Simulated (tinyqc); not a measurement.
Hubbard chain of 2 sites, step by step. Computed by tinyqc, a small Python program that keeps every step. Settings: hopping = 0.96, U = 4.3, mixing = 1, iteration cap = 59. Command: `OMP_NUM_THREADS=1 python tinyqc.py 23787 23788 out.jsonl` (the two numbers bound the seeds that draw the settings). One thread of a shared host (Intel(R) Xeon(R) Processor @ 2.60GHz), about 0.1 s of CPU time with the checks. Later iterations appear only in the table of the cycle.

## Mean-field iteration 1

one-body matrix (hopping and site energies) (eV), order 1, 2:
```
[[-0.20000, -0.96000],
 [-0.96000, -0.97000]]
```

U = 4.30000 eV

electrons, up and down: [1, 1]

mixing = 1

n(up) at the start (a guess, not normalised): [0.80000, 0.20000]

n(down) at the start (a guess): [0.20000, 0.80000]

H(up) = T + U n(down), H(down) = T + U n(up); fill the lowest levels; n(new) = n + mixing (n(out) - n); E = tr T (rho up + rho down) + U sum n_up n_down of the output.

levels, up (eV): [0.24567, 2.88433]

levels, down (eV): [-0.36560, 3.49560]

energy = -1.54538 eV

n(up) after iteration 1: [0.84298, 0.15702]

n(down) after iteration 1: [0.06620, 0.93380]

## Mean-field iteration 2

As before.

levels, up (eV): [-0.19938, 3.32938]

levels, down (eV): [-0.52796, 3.65796]

energy = -1.60470 eV

n(up) after iteration 2: [0.91951, 0.08049]

n(down) after iteration 2: [0.05570, 0.94430]

## Convergence

Each step fills the lowest levels of T + U n(other spin) and sets n(new) = n + mixing (n(out) - n); stop when output and input agree to 1e-8.

Course of the cycle:
```
iteration      E (eV)  largest |n(out) - n(in)|  mean |n_up - n_down|
1          -1.5453843                  1.34e-01               0.77678
2          -1.6047001                  7.65e-02               0.86381
3          -1.6100676                  1.36e-02               0.88108
4          -1.6103578                  4.42e-03               0.88602
5          -1.6103709                  6.23e-04               0.88681
6          -1.6103715                  1.93e-04               0.88702
7          -1.6103715                  2.69e-05               0.88706
8          -1.6103715                  8.33e-06               0.88707
9          -1.6103715                  1.16e-06               0.88707
10         -1.6103715                  3.59e-07               0.88707
11         -1.6103715                  5.00e-08               0.88707
12         -1.6103715                  1.55e-08               0.88707
13         -1.6103715                  2.16e-09               0.88707
```

local moments n_up - n_down: [0.88707, -0.88707]

Converged in 13 iterations. Before convergence this energy mixes input and output and is not variational, so it may rise towards its limit.

## The many-body Hamiltonian

Basis: all placements (u, d, 2, 0 on each site), up operators ordered before down ones; hops carry the sign of the same-spin electrons passed.

H (eV), order 20, ud, du, 02:
```
[[3.90000, -0.96000, -0.96000, 0.00000],
 [-0.96000, -1.17000, 0.00000, -0.96000],
 [-0.96000, 0.00000, -1.17000, -0.96000],
 [0.00000, -0.96000, -0.96000, 2.36000]]
```

## Exact diagonalisation (4 states)

Lowest levels of the sector, and the double occupancy of the lowest state.

lowest levels (eV): [-1.91771, -1.17000, 2.70083, 4.30688]

double occupancy per site = 0.06717

The mean-field solution above lies 0.3073 eV above the exact energy.
